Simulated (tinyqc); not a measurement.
Precursor delivery by bubblers, mass-transport growth and the solid composition of a III-V alloy: one step, computed by the program tinyqc.

1 sccm = 44.615 micromol/min; 1 torr = 133.322 Pa. The sources decompose fully at the surface.

Problem. Partial pressures in the reactor. p_i = p n_i/(44615 F_t), F_t in slm; p_V = p F_V/(1000 F_t), counted per molecule supplied; V/III = 44.615 F_V/(n1 + n2); vapour fraction of source 2 = n2/(n1 + n2).

Inputs (values chosen for the exercise, modelled on triethylgallium (source 1) and trimethylindium (source 2) for the vapour pressures):
```
quantity             value  unit
bath temperature T1    289     K
bath temperature T2    297     K
total flow F_t         6.5   slm
group-V flow F_V        29  sccm
reactor pressure p     100  torr
```

molar flow 1 = 4.525942 micromol/min

molar flow 2 = 5.666340 micromol/min

Give: p_1; p_2; p_V; V/III ratio; vapour fraction of source 2.

Solution.

p_1 = 0.001561 torr

p_2 = 0.001954 torr

p_V = 0.4462 torr

V/III ratio = 126.9

vapour fraction of source 2 = 0.5559
